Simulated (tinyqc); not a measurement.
Zener tunnelling in a reverse-biased junction, two-band WKB: one step of the calculation.

Abrupt p-n junction, depletion approximation. Energies E are counted from the conduction-band edge of the neutral n side; its Fermi level lies at dn, that of the p side at dn - V, and the valence-band edge of the neutral p side at Em = dn + dp - V. Tunnelling needs 0 < E < Em. Two-band dispersion with equal masses m: inside the gap kappa = sqrt(m u (1 - u/Eg)/C), u the distance from a band edge, C = hbar^2/(2 m0).

Question. Fermi levels and built-in voltage. Nd = Nc F12(dn/Vt), Na = Nv F12(dp/Vt), F12(x) = (2/sqrt(pi)) int_0^infinity sqrt(u)/(1 + exp(u - x)) du; dn = EF - Ec on the n side, dp = Ev - EF on the p side (negative outside the bands); Vbi = Eg + dn + dp.

Values chosen for this exercise; band and dielectric values close to those of germanium:
```
symbol,value,unit,meaning
T,300,K,temperature
Eg,0.654,eV,band gap
Nc,1.04e19,cm^-3,conduction-band density of states at 300 K
Nv,5.89e18,cm^-3,valence-band density of states at 300 K
Na,3.7e19,cm^-3,acceptor density
Nd,2.2e18,cm^-3,donor density
```

Constants: q = 1.602176634e-19 C, kB = 1.380649e-23 J/K, Vt = kB T/q. Results are converted to the units shown.

Find: dn; dp; Vbi.

Answer.

dn = -0.038229 eV
dp = 0.10067 eV
Vbi = 0.71644 V

Boltzmann statistics would give dn = -0.0402 eV and dp = 0.0475 eV. At zero bias the bands of the two sides overlap by dn + dp.

Range of the model: The two-band model describes a direct gap; phonon-assisted tunnelling across an indirect gap is left out. Parabolic densities of states, no band tails and no gap narrowing, all of which matter at such doping.

Computed by the program tinyqc: `OMP_NUM_THREADS=1 python tinyqc.py 2620066 2620067 out.jsonl`, one thread of a shared Intel Xeon 2.30GHz, about 0.01 s for the whole run.
